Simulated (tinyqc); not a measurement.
# Worked calculation: double-gate transistor, scale length and short-channel effects

tinyqc, about 0.01 s, one thread, Intel Xeon 2.30GHz (shared host): `OMP_NUM_THREADS=1 python tinyqc.py 2420154 2420155 out.jsonl` Printed values are rounded.

A body of thickness ts between two insulators of thickness ti and two tied gates. Below threshold the potential that source and drain add obeys Laplace's equation and vanishes on the gate. Its lowest mode decays along the channel as exp(-k y); k is the smallest positive root of the matching condition at the interface, and the scale length is Lambda = pi/k.

Parameters, values chosen for the exercise; permittivities: semiconductor made up, insulator close to that of aluminium oxide:
- T = 350 K (temperature)
- eps_r = 10.1 (relative permittivity of the semiconductor)
- ei = 8.73 (relative permittivity of the insulator)
- ti = 3.6 nm (insulator thickness)
- ts = 8.6 nm (body thickness)
- L = 48 nm (channel length)
- Vbi = 0.87 V (potential of the source)
- sT = 0.65 V (potential of the barrier top at threshold)
- VTL = 0.26 V (long-channel threshold)
- m = 1 (long-channel body factor)
- Vds = 0.7 V (drain voltage)

Constants: q = 1.602176634e-19 C, kB = 1.380649e-23 J/K, Vt = kB T/q. Results are converted to the units shown.

## Scan of the matching condition

k, point 0 to 7 (1/nm): 0.03  0.06  0.09  0.12  0.15  0.18  0.21  0.24

f(k) = ei cos(k ti) cos(k ts/2) - eps_r sin(k ti) sin(k ts/2).

f(k), point 0 to 7: 8.466971  7.692597  6.450195  4.809267  2.861609  0.716184  -1.506973  -3.683465

The first change of sign lies between k = 0.18 and 0.21 1/nm.

## Iteration 1: decay constant by Newton steps

k at the start = 0.21 1/nm

f(k) = ei cos(k ti) cos(k ts/2) - eps_r sin(k ti) sin(k ts/2); f' by a central difference with +/- 1e-5 1/nm; k(new) = k - f/f'.

f = -1.506973
f' = -74.01913 nm
k after iteration 1 = 0.1896408 1/nm

## Iteration 2: decay constant by Newton steps

As before.

f = 0.004278034
f' = -74.11892 nm
k after iteration 2 = 0.1896985 1/nm

## Course of the iteration: decay constant by Newton steps

Stop when k changes by less than 1e-10 1/nm, or after 30 iterations.

Course of the iteration:
```
iteration   k (1/nm)  |change| (1/nm)
1          0.1896408           0.0204
2          0.1896985          5.77e-5
3          0.1896985         9.49e-10
4          0.1896985                0
```

Converged in 4 iterations. The change falls from 0.020 in the first iteration to below the tolerance in the last.

## Scale length against simple estimates

k = 0.1896985 1/nm

Lambda = pi/k and l = 1/k. A parabolic potential across the structure gives l(parabolic) = sqrt((eps_r/(2 ei)) ts ti (1 + ei ts/(4 eps_r ti))).

Lambda = 16.56098 nm
l = 5.271524 nm
l(parabolic) = 5.210977 nm

The parabolic estimate is 1.1 % below l.

## Threshold shift, barrier position and swing

Along the channel psi(y) = s + a exp(y/l) + b exp(-y/l) with psi(0) = Vbi, psi(L) = Vbi + Vds and l = 1/k = Lambda/pi; with A = Vbi - s, B = A + Vds, x = exp(-L/l): a = (B - A x) x/(1 - x^2), b = (A - B x)/(1 - x^2). The minimum is s + 2 sqrt(a b), at y = (l/2) ln(b/a). The long-channel potential follows the gate as s = sT + (Vg - VTL)/m, and the threshold VT is the gate voltage at which the minimum equals sT. Swing = m Vt ln 10/g at threshold, g = d(minimum)/ds = 1 - (b x + a)/((1 + x) sqrt(a b)).

s at threshold = 0.6402617 V
a = 1.032449e-4 V
b = 0.2296351 V
position of the minimum = 20.31419 nm
VT = 0.2502617 V
swing = 71.33343 mV/decade

The threshold lies 9.74 mV below the long-channel value, and the barrier top sits at 0.42 L from the source.
